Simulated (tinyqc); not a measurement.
Schottky emission and Poole-Frenkel conduction in an insulator, and how to tell them apart: effect of temperature.

Schottky emission (electrode-limited): J = As T^2 exp[-(pb - b sqrt(F))/Vt], b = sqrt(q/(4 pi eps0 ei)). Poole-Frenkel emission (bulk-limited): J = s0 F exp[-(pt - 2 b sqrt(F))/Vt]. F in V/cm.

Both formulas at the same field.

Inputs (values chosen for the exercise); dielectric values close to those of hafnium oxide:
```
symbol,value,unit,meaning
ei,4.01,,high-frequency relative permittivity
pt,1.35,eV,trap depth
s0,0.15,S/cm,Poole-Frenkel prefactor
pb,1.1,eV,electrode barrier
As,66,A/(cm^2 K^2),Richardson constant
F,2.5,MV/cm,field
```

Constants: q = 1.602176634e-19 C, kB = 1.380649e-23 J/K, Vt = kB T/q, eps0 = 8.8541878128e-14 F/cm where lengths are in cm. Results are converted to the units shown.

Effect of temperature:
```
T (K)  J, Schottky (A/cm^2)  J, Poole-Frenkel (A/cm^2)    ratio
225              3.9467e-12                 5.7258e-12  0.68928
260               1.3651e-9                  1.0509e-9   1.2990
300               2.1283e-7                  9.1598e-8   2.3235
340               1.0438e-5                  2.7904e-6   3.7405
380               2.3123e-4                  4.1407e-5   5.5842
420               0.0028969                  3.6758e-4   7.8809
475                0.047959                  0.0040594   11.814
```

The Schottky current grows by 10.1 decades and the Poole-Frenkel current by 8.85, as their lowered barriers are 0.800 and 0.751 eV. A tunnelling current would hardly change over this range. In every row a Fowler-Nordheim estimate for tunnelling through pb with a mass of 0.4 m0 exceeds the Schottky current, so tunnelling, left out here, would compete. In every row a Fowler-Nordheim estimate for tunnelling through pb with a mass of 0.4 m0 exceeds the Poole-Frenkel current, so tunnelling, left out here, would compete.

Program tinyqc, `OMP_NUM_THREADS=1 python tinyqc.py 2370106 2370107 out.jsonl`; Intel Xeon 2.30GHz, shared host, one thread, about 0.01 s.
